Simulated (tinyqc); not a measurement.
Conductivity against temperature: Debye-Callaway model of lattice thermal conductivity. Computed by tinyqc, a small Python program. Command: `OMP_NUM_THREADS=1 python tinyqc.py 3021258 3021259 out.jsonl callaway walk`. One thread of a shared host (Intel(R) Xeon(R) Processor @ 2.30GHz), about 0.01 s of CPU time with the checks.

Three acoustic branches with one velocity v, cut at omega_D = k_B Theta/hbar; x = hbar omega/(k_B T). v and Theta are separate inputs: Theta cuts off the heat-carrying modes, so C need not reach 3 k_B/V. gamma is an effective value that sets the umklapp rate.

Inputs (values chosen for the exercise, for a model crystal): sound velocity v = 10700 m/s; Debye temperature Theta = 1100 K; volume per atom V = 17.6 angstrom^3; mean atomic mass M = 77 u; effective Grueneisen parameter gamma = 1.76; umklapp exponent divisor b = 2.5; vacancy fraction n_v = 1.7e-06; Casimir length L = 4200 micrometre.

Sample: crystal. Point defects: vacancies. Normal processes: left out.

Constants: k_B = 1.380649e-23 J/K; hbar = 1.054571817e-34 J s; u = 1.6605390666e-27 kg.

Method:
- A vacancy counts as a mass defect Delta M/M = -3 (the missing mass and twice its bonds), so Gamma = 9 n_v. A = V Gamma/(4 pi v^3).
- Rates: point defects A omega^4; umklapp B omega^2 T exp(-Theta/(b T)) with B = hbar gamma^2/(M v^2 Theta). Boundaries: v/L.
- kappa_1 = c int tau_C g dx, g = x^4 e^x/(e^x - 1)^2, c = (k_B/(2 pi^2 v)) (k_B T/hbar)^3, over 0 < x < min(Theta/T, 40), by 96 Gauss-Legendre points in s with x = x_max s^2; tau_C = tau_R, the inverse of the summed rates, and kappa = kappa_1.
- The boundary limit is C v^2/(3 x boundary rate), with C = 3 c int g dx / v^2.

Rayleigh coefficient A = 1.74921e-47 s^3

Kappa (W/(m K)):
```
T (K)  all processes  without point defects  boundary limit
11            1917.0                 1990.7          1990.7
22             11990                  15925           15925
39             37230                  88466           88719
66             67995             2.2168e+05      4.2989e+05
110            39414                  58835      1.9369e+06
190            11146                  12770      7.2742e+06
330           3834.9                 4035.3      1.5524e+07
550           1641.2                 1677.1      2.1085e+07
880           819.98                 828.80      2.3656e+07
1400          441.96                 444.50      2.4774e+07
```

kappa peaks among these rows at 66 K (T/Theta = 0.060) with 68000 W/(m K). The exponent d ln kappa/d ln T is 2.64 at the cold end and -1.33 at the hot end. Point defects cost most at 66 K, a factor 3.26.

Extremes, crossings and ranges named in words are read from the listed rows.
